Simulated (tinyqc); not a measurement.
Inside a calculation. Method: Hubbard chain of 3 sites. Computed by tinyqc, a small Python program that keeps every step. Settings: hopping = 1.2, U = 6.7, mixing = 1, iteration cap = 82. Command: `OMP_NUM_THREADS=1 python tinyqc.py 24059 24060 out.jsonl` (the two numbers bound the seeds that draw the settings). One thread of a shared host (Intel(R) Xeon(R) Processor @ 2.60GHz), about 0.1 s of CPU time with the checks. Later iterations appear only in the table of the cycle.

## Mean-field iteration 1

one-body matrix (hopping and site energies) (eV), order 1, 2, 3:
```
[[0.5800, -1.2000, 0.0000],
 [-1.2000, -0.8600, -1.2000],
 [0.0000, -1.2000, 0.1700]]
```

U = 6.7000 eV

electrons, up and down: [2, 1]

mixing = 1

n(up) at the start (a guess, not normalised): [0.9670, 0.3670, 0.9670]

n(down) at the start (a guess): [0.0330, 0.6330, 0.0330]

H(up) = T + U n(down), H(down) = T + U n(up); fill the lowest levels; n(new) = n + mixing (n(out) - n); E = tr T (rho up + rho down) + U sum n_up n_down of the output.

levels, up (eV): [-0.2474, 0.6348, 4.1860]

levels, down (eV): [1.0979, 6.7864, 7.4224]

energy = -0.8554 eV

n(up) after iteration 1: [0.8975, 0.1841, 0.9184]

n(down) after iteration 1: [0.0373, 0.9197, 0.0430]

## Mean-field iteration 2

As before.

levels, up (eV): [0.0395, 0.6949, 5.8556]

levels, down (eV): [-0.0679, 6.4227, 6.9352]

energy = -0.9714 eV

n(up) after iteration 2: [0.9485, 0.0962, 0.9553]

n(down) after iteration 2: [0.0304, 0.9366, 0.0330]

## Mean-field iteration 3

As before.

levels, up (eV): [-0.0082, 0.6456, 5.9526]

levels, down (eV): [-0.6070, 6.6845, 7.2125]

energy = -0.9785 eV

n(up) after iteration 3: [0.9510, 0.0913, 0.9577]

n(down) after iteration 3: [0.0240, 0.9494, 0.0265]

## Convergence

Each step fills the lowest levels of T + U n(other spin) and sets n(new) = n + mixing (n(out) - n); stop when output and input agree to 1e-8.

Course of the cycle:
```
iteration     E (eV)  largest |n(out) - n(in)|  mean |n_up - n_down|
1          -0.855437                  2.87e-01                0.8237
2          -0.971427                  8.79e-02                0.8936
3          -0.978454                  1.28e-02                0.9054
4          -0.978721                  3.54e-03                0.9082
5          -0.978730                  4.31e-04                0.9086
6          -0.978731                  1.15e-04                0.9087
7          -0.978731                  1.39e-05                0.9087
8          -0.978731                  3.71e-06                0.9087
9          -0.978731                  4.48e-07                0.9087
10         -0.978731                  1.20e-07                0.9087
11         -0.978731                  1.45e-08                0.9087
12         -0.978731                  3.86e-09                0.9087
```

local moments n_up - n_down: [0.9296, -0.8630, 0.9334]

Converged in 12 iterations. Before convergence this energy mixes input and output and is not variational, so it may rise towards its limit.

## The many-body Hamiltonian

Basis: all placements (u, d, 2, 0 on each site), up operators ordered before down ones; hops carry the sign of the same-spin electrons passed.

H (eV), order 2u0, u20, uud, 20u, udu, u02, duu, 02u, 0u2:
```
[[7.0000, -1.2000, 0.0000, -1.2000, 0.0000, 0.0000, 0.0000, 0.0000, 0.0000],
 [-1.2000, 5.5600, -1.2000, 0.0000, -1.2000, 0.0000, 0.0000, 0.0000, 0.0000],
 [0.0000, -1.2000, -0.1100, 0.0000, 0.0000, -1.2000, 0.0000, 0.0000, 0.0000],
 [-1.2000, 0.0000, 0.0000, 8.0300, -1.2000, 0.0000, -1.2000, 0.0000, 0.0000],
 [0.0000, -1.2000, 0.0000, -1.2000, -0.1100, -1.2000, 0.0000, -1.2000, 0.0000],
 [0.0000, 0.0000, -1.2000, 0.0000, -1.2000, 7.6200, 0.0000, 0.0000, -1.2000],
 [0.0000, 0.0000, 0.0000, -1.2000, 0.0000, 0.0000, -0.1100, -1.2000, 0.0000],
 [0.0000, 0.0000, 0.0000, 0.0000, -1.2000, 0.0000, -1.2000, 5.1500, -1.2000],
 [0.0000, 0.0000, 0.0000, 0.0000, 0.0000, -1.2000, 0.0000, -1.2000, 6.1800]]
```

## Exact diagonalisation (9 states)

Lowest levels of the sector, and the double occupancy of the lowest state.

lowest levels (eV): [-1.2913, -0.5283, -0.1100, 4.4694, 5.2562, 6.4241]

double occupancy per site = 0.0492

The mean-field solution above lies 0.3126 eV above the exact energy.

## The lowest level by Lanczos steps

From a random start vector (not printed): a_j = <q_j|H|q_j>, b_j = norm of the remainder after orthogonalising; the Ritz value is the lowest eigenvalue of the tridiagonal matrix of a and b so far.

Lanczos:
```
j  a_j (eV)  b_j (eV)  lowest Ritz value (eV)
1    3.3003    3.8241                3.300335
2    2.5453    1.6591               -0.919869
3    5.6125    2.7498               -1.148742
4    4.5995    3.6342               -1.202116
5    3.1945    0.8478               -1.282967
6    5.6419    2.4196               -1.287501
7    1.0319    1.8838               -1.290305
8    7.9629    0.4400               -1.291324
9    5.3211         0               -1.291328
```
